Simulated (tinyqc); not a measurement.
Two-mode optical phonons of a ternary alloy from two coupled oscillators: one step, computed by the program tinyqc.

An alloy A(x)B(1-x)C has an A-C and a B-C bond oscillator. Each TO frequency moves linearly from the impurity mode (dilute end) to the TO of the pure crystal; each strength is proportional to the number of bonds.

Question. LO modes, coupled by the field. eps(omega) = eps_inf + W_1/(omega_1^2 - omega^2) + W_2/(omega_2^2 - omega^2) = 0 is the eigenproblem of the matrix [[omega_1^2 + W_1/eps_inf, sqrt(W_1 W_2)/eps_inf], [sqrt(W_1 W_2)/eps_inf, omega_2^2 + W_2/eps_inf]] for omega_LO^2. Uncoupled values keep the diagonal alone. eps_s = eps_inf + W_1/omega_1^2 + W_2/omega_2^2.

omega_1 (A-C, TO) = 358.876 1/cm

omega_2 (B-C, TO) = 264.399 1/cm

eps_inf = 10.4189

W_1 = 47041.59 1/cm^2

W_2 = 138631.6 1/cm^2

Give: matrix; lower LO mode; upper LO mode; uncoupled values; eps_s.

Answer.

matrix (1/cm^2):
```
            1           2
1  1.3331e+05  7.7509e+03
2  7.7509e+03  8.3213e+04
```

lower LO mode = 286.43 1/cm

upper LO mode = 366.71 1/cm

uncoupled values (1/cm): 288.47  365.11

eps_s = 12.767

The field pushes the upper mode up by 1.60 and the lower one down by 2.04 per cm; the lower LO stays between the two TO modes.
